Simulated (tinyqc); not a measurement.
From Debye to Thomas-Fermi: static screening by free carriers.

kF = (3 pi^2 n/Mv)^(1/3), EF = c kF^2/m with c = hbar^2/2m0, n in 1/angstrom^3 (1e-24 per 1/cm^3), e2 = e^2/(4 pi eps0). Thomas-Fermi: qTF^2 = 6 pi e2 n/(eps EF). Debye: qD^2 = 4 pi e2 n/(eps kB T).

F_j(eta) = (1/Gamma(j + 1)) integral_0^infinity x^j dx/(1 + exp(x - eta)), which tends to exp(eta) for eta << 0.

At finite T: qs^2 = qD^2 F_-1/2(eta)/F_1/2(eta), where n = Mv N F_1/2(eta) and N = 2 (m kB T/(4 pi c))^(3/2) with c = hbar^2/2m0, in 1/angstrom^3; times 1e24 for 1/cm^3.

Constants: hbar^2/2m0 = 3.80998211 eV angstrom^2; e^2/(4 pi eps0) = 14.39964547 eV angstrom; kB = 8.617333262e-05 eV/K.

Parameters, chosen for this exercise (near those of InAs; not measured data): m = 0.0266 m0 (mass of one isotropic valley); Mv = 1 (valleys); eps = 15.5 (background dielectric constant); T = 200 K.

Screening lengths (angstrom):

| n (1/cm^3) | eta | Debye | Thomas-Fermi | finite T |
|---|---|---|---|---|
| 2.0e+14 | -5.69 | 2717 | 365.9 | 2719 |
| 1.0e+15 | -4.08 | 1215 | 279.8 | 1219 |
| 6.0e+15 | -2.25 | 496.0 | 207.6 | 504.8 |
| 9.0e+16 | 0.94 | 128.1 | 132.2 | 157.7 |
| 3.0e+17 | 3.30 | 70.15 | 108.1 | 112.8 |
| 1.0e+18 | 7.85 | 38.42 | 88.48 | 89.10 |
| 4.0e+18 | 20.00 | 19.21 | 70.22 | 70.30 |

Give the missing row, n (1/cm^3) = 2.0e+16.

Computed row:
```
n (1/cm^3)    eta  Debye  Thomas-Fermi  finite T
2.0e+16     -0.97  271.7         169.8     287.3
```

Debye is within 5 % of the finite-T length up to 6e+15 1/cm^3 of the densities listed and Thomas-Fermi from 3e+17 on. The length goes as n^-0.50 at the low end and n^-0.17 at the high end, against the limits -1/2 and -1/6. Both limits give too short a length.

Program tinyqc; command `OMP_NUM_THREADS=1 python tinyqc.py 1680107 1680108 out.jsonl`; about 0.01 s on one thread of a shared Intel(R) Xeon(R) Processor @ 2.30GHz.
